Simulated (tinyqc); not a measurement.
Inside a calculation. Method: bound state in one dimension: Numerov shooting, finite differences, DVR. Computed by tinyqc, a small Python program that keeps every step. Settings: points = 48. Command: `OMP_NUM_THREADS=1 python tinyqc.py 24914 24915 out.jsonl` (the two numbers bound the seeds that draw the settings). One thread of a shared host (Intel(R) Xeon(R) Processor @ 2.60GHz), about 0.01 s of CPU time with the checks.

## Numerov steps at E = 0.1

One particle of mass 1 in V = 4.23 (1 - exp(-0.57 x))^2 (atomic units), psi = 0 at both ends:
```
parameter                 value
left end              -1.600000
right end                     7
intervals                    48
h                      0.179167
state sought (nodes)          1
```

k_i = 2 m (E - V_i); (1 + h^2 k_(i+1)/12) y_(i+1) = 2 (1 - 5 h^2 k_i/12) y_i - (1 + h^2 k_(i-1)/12) y_(i-1), from y_0 = 0, y_1 = 0.001.

Points along the way:
```
i          x        V          k        y
0   -1.60000  9.38215  -18.56431  0.00000
1   -1.42083  6.58430  -12.96861  0.00100
2   -1.24167  4.48255   -8.76511  0.00240
3   -1.06250  2.93090   -5.66181  0.00447
4   -0.88333  1.81202   -3.42403  0.00734
5   -0.70417  1.03176   -1.86352  0.01101
16   1.26667  1.11851   -2.03701  0.07559
17   1.44583  1.33308   -2.46616  0.09250
18   1.62500  1.54299   -2.88597  0.11683
19   1.80417  1.74569   -3.29139  0.15212
20   1.98333  1.93947   -3.67893  0.20371
21   2.16250  2.12318   -4.04637  0.27972
```

## Bisection on the node count

With more sign changes than the state has nodes (the last point included) the energy is too high, else too low; the bracket starts as 0.1 to 10.

Trials:
```
trial          E  sign changes  y at the right end   next
1      5.0500000             5           -5.99e-04  lower
2      2.5750000             2            3.06e+00  lower
3      1.3375000             1           -3.69e+02  raise
4      1.9562500             1           -1.58e+01  raise
5      2.2656250             2            3.88e+00  lower
6      2.1109375             1           -1.01e+00  raise
7      2.1882813             2            2.27e+00  lower
8      2.1496094             2            8.86e-01  lower
9      2.1302734             2            8.92e-03  lower
10     2.1206055             1           -4.81e-01  raise
11     2.1254395             1           -2.31e-01  raise
12     2.1278564             1           -1.10e-01  raise
13     2.1290649             1           -5.04e-02  raise
14     2.1296692             1           -2.07e-02  raise
...          ...           ...                 ...    ...
28     2.1300909             1           -1.43e-06  raise
29     2.1300909             1           -5.33e-07  raise
30     2.1300909             1           -8.22e-08  raise
```

eigenvalue = 2.1300909 hartree

## The same grid by other methods

Three-point finite differences and the sine-DVR kinetic matrix of Colbert and Miller on the same points.

Lowest levels (hartree):
```
state  finite differences      DVR
0                 0.78901  0.79127
1                 2.12229  2.13016
2                 3.13022  3.14276
3                 3.82499  3.83822
```
